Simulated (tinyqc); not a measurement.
Changing the aspect ratio h/w: bottom-up copper filling of a trench by curvature-enhanced accelerator coverage. Computed by tinyqc, a small Python program. Command: `OMP_NUM_THREADS=1 python tinyqc.py 3017855 3017856 out.jsonl superfill sweep`. One thread of a shared host (Intel(R) Xeon(R) Processor @ 2.30GHz), about 0.05 s of CPU time with the checks.

A rectangular trench keeps vertical walls and a flat floor. An accelerator floats on the surface; where area is lost in the corners it is passed on to the floor.

Inputs (values chosen for the exercise, close to those used for damascene copper plating):
```
quantity,value,unit
trench width w,160,nm
exchange current of the suppressed surface i_0,0.044,mA/cm^2
exchange current of the accelerated surface i_1,0.84,mA/cm^2
transfer coefficient alpha,0.47,-
overpotential eta,0.13,V
starting coverage theta_0,0.015,-
adsorption rate k_a,3.2e-05,1/s
cupric ion concentration C,0.42,mol/l
diffusivity D,5.7e-06,cm^2/s
boundary layer delta,66,um
temperature T,298,K
```

Constants: e = 1.602176634e-19 C; N_A = 6.02214076e+23 1/mol; k_B = 8.617333262e-05 eV/K.

Method. Kinetic current i_k = [i_0 (1 - theta) + i_1 theta] exp(alpha eta/(k_B T)), limit i_L = 2 F D C/delta, i = 1/(1/i_k + 1/i_L); velocity v = i Omega/(2F), Omega = 7.11 cm^3/mol, F = e N_A. Depletion inside the trench is ignored. Half width x, floor height y, depth h = aspect ratio x w. dx/dt = -v_s, dy/dt = v_b. d theta_b/dt = k_a (1 - theta_b) + [theta_s v_b + theta_b v_s]/x: the floor takes the accelerator of the wall it covers and keeps its own as it narrows. d theta_s/dt = k_a (1 - theta_s). theta_b is capped at 1. Integrate (tolerance 1e-9) until the walls meet (x = 0.02 w/2) or the floor passes the original mouth y = h. Start: x = w/2, y = 0, theta_b = theta_s = theta_0. Height filled = y/h, opening left = x/(w/2).

One run for each value:
```
aspect ratio h/w,share of the height filled from the floor,"opening left, as a share of w",time at the end (s)
0.50,1.0000,0.28327,246.41
0.75,1.0000,0.13852,293.30
1.00,1.0000,0.07033,315.09
1.50,0.8627,0.02000,331.06
2.00,0.6470,0.02000,331.06
2.50,0.5176,0.02000,331.06
3.00,0.4313,0.02000,331.06
4.00,0.3235,0.02000,331.06
6.00,0.2157,0.02000,331.06
```

Over the rows, share of the height filled from the floor falls from 1.00 to 0.216, flat over part of the range; opening left, as a share of w falls from 0.283 to 0.0200, flat over part of the range; time at the end (s) rises from 246 to 331, flat over part of the range. The largest aspect ratio filled among these rows is 1. The floor must climb h while the walls close w/2, and its speed is bounded by v(1); a row with 0.02 left has pinched off with a seam.

Caution (all rows): real profiles develop slanted corners, and accelerator is consumed; both are left out.

Extremes, crossings and ranges named in words are read from the listed rows.
